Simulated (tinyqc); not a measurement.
Levels against anisotropy: donor in an ellipsoidal valley (Kohn-Luttinger variational method). Computed by tinyqc, a small Python program. Command: `OMP_NUM_THREADS=1 python tinyqc.py 3019923 3019924 out.jsonl kohnlutt walk`. One thread of a shared host (Intel(R) Xeon(R) Processor @ 2.30GHz), about 0.03 s of CPU time with the checks.

H = -(d^2/dx^2 + d^2/dy^2) - gamma d^2/dz^2 - 2/r in units built on m_t, with gamma = m_t/m_l and z along the valley axis. One valley; no valley-orbit or central-cell term.

Inputs (values chosen for the exercise, for a model semiconductor): transverse mass m_t = 0.334 m_0; longitudinal mass m_l = 0.454 m_0; dielectric constant eps = 10.2.

Constants: Ry = 13.605693123 eV; a_0 = 0.529177210903 angstrom.

Method:
- Ry* = Ry m_t/eps^2, a* = a_0 eps/m_t, gamma = m_t/m_l.
- Trial function exp(-sqrt((x^2 + y^2)/a^2 + z^2/b^2)) with beta = b/a < 1: E = t/a^2 - u/a, t = (2 + gamma/beta^2)/3, u = 2 arcsin(sqrt(1 - beta^2))/sqrt(1 - beta^2); the best a is 2 t/u and E(beta) = -u^2/(4 t).
- The trial energy is minimised over beta by golden section from 0.05 to 0.999, 60 steps.
- Gaussian basis: g = P exp(-al (x^2 + y^2) - be z^2) with P = 1 (s-like), z (2p0) or x (2p+-); al = 0.004 x 2.6^k, k = 0..11, and be/al = 1, gamma^(-1/2) or 1/gamma (36 functions); 1/r = (2/sqrt(pi)) int exp(-t^2 r^2) dt by 48 Gauss-Legendre points after t = sqrt(al_i + al_j) tan(theta); overlap eigenvalues below 1e-10 are dropped.

gamma = 0.735683

Binding energies (Ry*):

| gamma | 1s, trial | 1s, Gaussians | 2p0 | 2p+- |
|---|---|---|---|---|
| 0.18 | 1.6193 | 1.6220 | 0.61540 | 0.32657 |
| 0.37 | 1.3508 | 1.3514 | 0.43486 | 0.29696 |
| 0.74 | 1.1024 | 1.1024 | 0.29833 | 0.26483 |
| 0.82 | 1.0671 | 1.0671 | 0.28113 | 0.25982 |
| 0.90 | 1.0354 | 1.0354 | 0.26618 | 0.25524 |

What does the comparison show, and why?

As gamma falls from 0.9 to 0.18, 1s deepens from 1.035 to 1.622 Ry*, on the way from the hydrogen value 1 to the two-dimensional limit 4; 2p+- moves from 0.255 to 0.327 (limits 1/4 and 4/9), while 2p0 climbs from 0.266 to 0.615 and joins 1s as gamma tends to 0. Near gamma = 1 the trial function is almost exact and can pass the Gaussian basis, whose own error is about 3e-5 Ry*.

Extremes, crossings and ranges named in words are read from the listed rows.
